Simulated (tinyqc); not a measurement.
## Tail temperature from the power law

Problem. When tail states hold most of the charge, the linear current goes as I = A (Vg - VT)^g with g = 2 Tt/T - 1. Find g, Tt and the tail width kB Tt.

Inputs (values chosen for the exercise):
```
symbol  value  unit      meaning
T         290     K  temperature
```

Constants: q = 1.602176634e-19 C, kB = 1.380649e-23 J/K, Vt = kB T/q. Results are converted to the units shown.

I at Vg - VT = 6.1 and 9.1 V (nA): 886.59371  2296.3514

Answer. g is the slope of ln I against ln(Vg - VT).

g = 2.38
Tt = 490 K
kB Tt = 42.2 meV

Program tinyqc, `OMP_NUM_THREADS=1 python tinyqc.py 2610120 2610121 out.jsonl`; Intel Xeon 2.30GHz, shared host, one thread, about 0.03 s.
